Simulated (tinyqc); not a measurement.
Worked calculation: eight-band Kane k.p model with strain. Values are carried at full precision from step to step, so a last printed digit may differ when a step is redone from the rounded ones.

Constants: hbar^2/2m0 = 3.80998211 eV angstrom^2.

Inputs chosen for the exercise (near those of InSb; the results hold for these values, not for the real material): Eg = 0.226 eV (gap at Gamma to the s-like level); Dso = 0.827 eV (spin-orbit splitting); Ep = 22.1 eV (Kane energy); me = 0.0137 m0 (electron mass at Gamma); g1 = 35.16 (Luttinger gamma1); g2 = 15.55 (gamma2); g3 = 16.45 (gamma3); a = 6.482 angstrom (lattice constant); a_sub = 6.465 angstrom (lattice constant of the substrate); C11 = 71.1 GPa; C12 = 37.2 GPa; C44 = 29.7 GPa; face = 001 (growth face); ac = -6.8 eV (conduction deformation potential); av = 0.35 eV (valence hydrostatic potential); b = -1.97 eV (tetragonal shear potential); d = -4.52 eV (trigonal shear potential); k = (-0.018, 0.023, 0) 1/angstrom (wave vector); kmax = 0.1 1/angstrom (end of the path).

## Derived values

P = sqrt(Ep c); A = 1/me - Ep (Eg + 2 Dso/3)/(Eg (Eg + Dso)) keeps the electron mass; g1' = g1 - Ep/(3 Eg), g2' = g2 - Ep/(6 Eg), g3' = g3 - Ep/(6 Eg) remove the coupling to S that the Luttinger values already hold; L = -c (g1' + 4 g2'), M = -c (g1' - 2 g2'), N = -6 c g3'. c = hbar^2/2m0.

P = 9.1761 eV angstrom
A = 0.8051

g1', g2', g3': 2.5641  -0.7479  0.1521

L, M, N (eV angstrom^2): 1.6292  -15.4685  -3.4762

The coupling to the valence bands supplies 72.19, against 1/me = 72.99; A makes up the difference. The diagonal term in L bends towards the gap, so the set should be tested for spurious states at large k.

## Strain of a layer grown coherently on a (001) face

e_par = (a_sub - a)/a in the plane; no stress along the normal: e_perp = -2 (C12/C11) e_par; exx = eyy = e_par, ezz = e_perp, no shear.

e_par = -0.002623
e_perp = 0.002744

strain tensor in the cubic axes:
```
           x          y         z
x  -0.002623   0.000000  0.000000
y   0.000000  -0.002623  0.000000
z   0.000000   0.000000  0.002744
```

The layer is under compression in the plane; its volume changes by -0.250 %.

## Strain terms

Strain (Bir-Pikus): H_SS gains ac tr(e); H_XX gains l exx + m (eyy + ezz) and H_XY gains n exy, with l = av + 2 b, m = av - b, n = sqrt(3) d. The sign of av is such that the gap moves by (ac - av) tr(e); the change of P with strain is neglected.

Form the strain terms of the Hamiltonian.

ac tr(e) = 0.01701 eV

strain block of X, Y, Z (the same for both spins) (eV), lower triangle:
```
         X        Y         Z
X  0.00970
Y        0  0.00970
Z        0        0  -0.02202
```

## The Hamiltonian at one k

Eight-band Kane model, basis S, X, Y, Z times spin, zero of energy at the top of the unstrained valence band, c = hbar^2/2m0. Within each spin: H_SS = Eg + A c k^2, H_SX = i P kx (likewise Y, Z), H_XX = -Dso/3 + L kx^2 + M (ky^2 + kz^2), H_XY = N kx ky, and cyclic. Spin-orbit term (Dso/3) L.sigma on X, Y, Z with (L_k)_ij = -i epsilon_kij: <X+|H|Y+> = -i Dso/3, <X+|H|Z-> = Dso/3, <Y+|H|Z-> = -i Dso/3, <Z+|H|X-> = -Dso/3, <Z+|H|Y-> = i Dso/3, <X-|H|Y-> = i Dso/3, and their conjugates; + and - are the spin along z. Terms from inversion asymmetry are left out, so every level is twofold.

Fill in the matrix, adding ac tr(e) to H_SS and the strain block to X, Y, Z of each spin.

H(k) (eV), lower triangle (Hermitian):
```
          S+              X+       Y+        Z+        S-              X-
S+    0.2456
X+   0.1652i         -0.2736
Y+  -0.2111i  0.0014+0.2757i  -0.2701
Z+         0               0        0   -0.3109
S-         0               0        0         0    0.2456
X-         0               0        0   -0.2757   0.1652i         -0.2736
Y-         0               0        0  -0.2757i  -0.2111i  0.0014-0.2757i
Z-         0          0.2757  0.2757i         0         0               0

         Y-       Z-
Y-  -0.2701
Z-        0  -0.3109
```

## Levels and orbital character

Diagonalise H; the levels come in pairs. The weights are summed over spin and averaged over each pair.

levels, each twofold (eV): -0.8588  -0.1251  -0.0137  0.3886

weights:
```
   pair 1  pair 2  pair 3  pair 4
S   0.021   0.226   0.003   0.751
X   0.321   0.236   0.351   0.093
Y   0.330   0.307   0.223   0.141
Z   0.329   0.232   0.424   0.016
```

The conduction pair has 24.9 % valence character at this k; the valence pair with most S character is pair 2 (22.6 %).

## Bands along [001] and [111]

The same diagonalisation at six points |k| = 0, kmax/5, ..., kmax along each direction.

Levels (eV):
```
direction  |k| (1/angstrom)   pair 1   pair 2   pair 3  pair 4
[001]                 0.000  -0.8281  -0.0112   0.0097  0.2430
[001]                 0.020  -0.8430  -0.0780   0.0035  0.3204
[001]                 0.040  -0.8873  -0.1932  -0.0151  0.4670
[001]                 0.060  -0.9602  -0.3074  -0.0460  0.6326
[001]                 0.080  -1.0587  -0.4138  -0.0893  0.8072
[001]                 0.100  -1.1775  -0.5144  -0.1450  0.9878
[111]                 0.000  -0.8281  -0.0112   0.0097  0.2430
[111]                 0.020  -0.8427  -0.0740  -0.0029  0.3225
[111]                 0.040  -0.8877  -0.1937  -0.0141  0.4669
[111]                 0.060  -0.9660  -0.3080  -0.0315  0.6244
[111]                 0.080  -1.0786  -0.4060  -0.0557  0.7857
[111]                 0.100  -1.2215  -0.4886  -0.0867  0.9477
```

At kmax the conduction band lies 40.1 meV and the top valence band 58.3 meV apart between the two directions. k.p holds near Gamma; the zone edge lies near 1 1/angstrom.

## Masses at Gamma

m*/m0 = c h^2/(E(h) - E(0)) with |k| = h = 0.0001 1/angstrom; negative values are hole-like.

Masses (m0):
```
direction  pair 1  pair 2  pair 3  pair 4
[001]      -0.103  -0.017  -0.246   0.016
[111]      -0.106  -0.032  -0.029   0.015
```

Strain has split the top two pairs at Gamma, so each has its own mass tensor; the top pair has -0.246 along [001] and -0.029 along [111].

## Checks

- Electron mass of the unstrained model by finite differences against the input me: both 0.01370.
- Heavy-hole mass along [100] against 1/(g1 - 2 g2): both 0.2463.
- Light-hole mass along [100] against 1/(g1 + 2 g2): both 0.01509.

tinyqc: `OMP_NUM_THREADS=1 python tinyqc.py 1080179 1080180 out.jsonl`; about 0.02 s, one thread, shared Intel(R) Xeon(R) Processor @ 2.30GHz.
